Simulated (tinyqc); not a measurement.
From one set of inputs to another, one input at a time: field-effect mobility of a thin-film transistor with band-tail and deep states (multiple trapping). Computed by tinyqc, a small Python program. Command: `OMP_NUM_THREADS=1 python tinyqc.py 3016622 3016623 out.jsonl tft ladder`. One thread of a shared host (Intel(R) Xeon(R) Processor @ 2.30GHz), about 0.2 s of CPU time with the checks.

A thick film in accumulation at small drain voltage. Only free electrons move; trapped ones still screen the gate. N_c and mu_0 are held fixed when T changes, leaving out the T^(3/2) growth of N_c. x = E_0 - psi is the distance of the Fermi level below the band edge.

The inputs printed are set A. Set A is modelled on polycrystalline silicon; the values taken over come from a set modelled on nanocrystalline ZnO. Inputs not listed in the table keep their values of set A, so the rows need not describe a real material.

Inputs (values chosen for the exercise, modelled on polycrystalline silicon): permittivity eps = 11.7; effective density of states N_c = 2.5e+19 1/cm^3; band mobility mu_0 = 170 cm^2/(V s); tail density at the edge g_t = 2.8e+20 1/(eV cm^3); tail width E_t = 43 meV; flat-band Fermi level below the edge, E_0 = 0.49 eV; equivalent oxide thickness t = 67 nm; surface band bending psi_s as a fraction of E_0 = 0.55; temperature T = 300 K.

Deep states: none.

Constants: k_B = 8.617333262e-05 eV/K; e = 1.602176634e-19 C; eps_0 = 8.8541878128e-12 F/m.

Method:
- F_j(eta) = int_0^infinity x^j/(1 + exp(x - eta)) dx, without a gamma-function factor.
- Integrals over x = E/(k_B T) use 160 Gauss-Legendre points in u = sqrt(x) from 0 to sqrt(max(eta, 0) + 32).
- Free n(x) = N_c (2/sqrt(pi)) F_1/2(-x/k_B T), with F_1/2 from its two-term series in exp(-x/k_B T) for x >= 12 k_B T; tail n_t(x) = int_0^1.2eV g_t exp(-E/E_t)/(1 + exp((x - E)/k_B T)) dE, E counted down from the edge, 120 Gauss-Legendre points; space charge rho(psi) = n + n_t less its value at psi = 0.
- Poisson: F(psi) = sqrt((2 e/(eps eps_0)) int_0^psi rho dpsi'); V_G - V_FB = psi_s + eps F(psi_s) t/3.9; free sheet density N_f = int (n - n(E_0))/F dpsi; induced sheet density N_i = eps eps_0 F(psi_s)/e; trapezoid rule on 301 even points in psi, the first interval left out of N_f.
- mu_eff = mu_0 N_f/N_i; field-effect mobility mu_FE = mu_0 e (dN_f/dV_G)/C_ox and swing S = dV_G/dlog10(N_f), by a central difference of +/- 2 mV in psi_s; C_ox = 3.9 eps_0/t.

Each row keeps all changes above it; columns: (1) input moved; (2) from; (3) to; (4) effective mobility mu_eff (cm^2/(V s)); (5) swing S (mV/decade); (6) field-effect mobility mu_FE (cm^2/(V s)):
```
(1)                                             (2)      (3)     (4)     (5)     (6)
set A                                             -        -  2.6026  974.40  5.3522
equivalent oxide thickness t (nm)                67      5.1  2.6026  154.01  2.5776
effective density of states N_c (1/cm^3)    2.5e+19  4.3e+18  0.4541  152.17  0.4512
tail density at the edge g_t (1/(eV cm^3))  2.8e+20  1.4e+20  0.9056  133.12  0.7286
tail width E_t (meV)                             43       58  0.1745  150.24  0.2706
temperature T (K)                               300      350  0.6355  191.47  0.8279
permittivity eps                               11.7      8.5  0.6355  177.53  0.7611
band mobility mu_0 (cm^2/(V s))                 170       44  0.1645  177.53  0.1970
```

Which inputs carry the difference?

Effective mobility mu_eff goes from 2.60 to 0.164, a factor 0.0632 in all. The largest single move comes from effective density of states N_c (a factor 0.175), and temperature T works against it (a factor 3.64). Swing S goes from 974 to 178, a factor 0.182 in all. The largest single move comes from equivalent oxide thickness t (a factor 0.158), and temperature T works against it (a factor 1.27). Field-effect mobility mu_FE goes from 5.35 to 0.197, a factor 0.0368 in all. The largest single move comes from effective density of states N_c (a factor 0.175), and temperature T works against it (a factor 3.06). The single moves hold for this order of the switches; the total does not depend on the order.

Extremes, crossings and ranges named in words are read from the listed rows.
